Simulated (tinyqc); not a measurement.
Nanowire ballistic transistor, top-of-the-barrier model: two steps of the calculation.

At the top of the source barrier, states moving towards the drain are filled by the source (Fermi level 0) and states moving back by the drain (Fermi level -q Vd); nothing scatters. U is the shift of the band edge there, set by the capacitances CG, CD and CS (the total) and by the charge. Parabolic one-dimensional subband; the source is grounded.

Parameters, values chosen for the exercise; mass and valleys close to those of germanium: temperature T = 300 K; effective mass m = 0.122 m0; valley degeneracy gv = 4; relative permittivity of the gate insulator eox = 16; insulator thickness tox = 1.2 nm; wire diameter d = 3 nm; gate control CG/CS aG = 0.77; drain control CD/CS aD = 0.104; band edge at the barrier top above the source Fermi level at zero bias E0 = 0.29 eV; gate voltage Vg = 0.4 V; drain voltage Vd = 0.5 V.

Constants: q = 1.602176634e-19 C, kB = 1.380649e-23 J/K, hbar = 1.054571817e-34 J s, m0 = 9.1093837015e-31 kg, Vt = kB T/q, eps0 = 8.8541878128e-14 F/cm where lengths are in cm. Results are converted to the units shown.

Task 1. Density of states, capacitances and charge at zero bias. N0 = gv sqrt(2 m kB T/pi)/hbar, CG = 2 pi eps0 eox/ln(1 + 2 tox/d), CS = CG/aG, n0 = n at U = 0 and Vd = 0. eta1 = -(E0 + U)/Vt, eta2 = eta1 - Vd/Vt, n = (N0/2)[F_(-1/2)(eta1) + F_(-1/2)(eta2)], F_(-1/2)(x) = (1/sqrt(pi)) int_0^infinity u^(-1/2)/(1 + exp(u - x)) du. UL = -(aG Vg + aD Vd).

Find: N0; CG; CS; n0; UL.

Result 1.

N0 = 6.493e6 cm^-1
CG = 15.14 pF/cm
CS = 19.67 pF/cm
n0 = 87.23 cm^-1
UL = -0.3600 eV

Task 2. Self-consistent potential at the barrier top. U(out) = UL + q (n - n0)/CS. U(new) = U + 0.5 (U(out) - U).

U after iteration 1 = -0.33691272 eV
N0 = 6.4930773e6 cm^-1
CS = 19.667000 pF/cm
n0 = 87.228995 cm^-1
UL = -0.36 eV

Find: eta1; eta2; n; U(out); U after iteration 2.

Result 2.

eta1 = 1.8147
eta2 = -17.526
n = 4.4994e6 cm^-1
U(out) = -0.32335 eV
U after iteration 2 = -0.33013 eV

Numbers from tinyqc (`OMP_NUM_THREADS=1 python tinyqc.py 2400080 2400081 out.jsonl`; about 0.04 s on one thread of a shared Intel Xeon 2.30GHz).
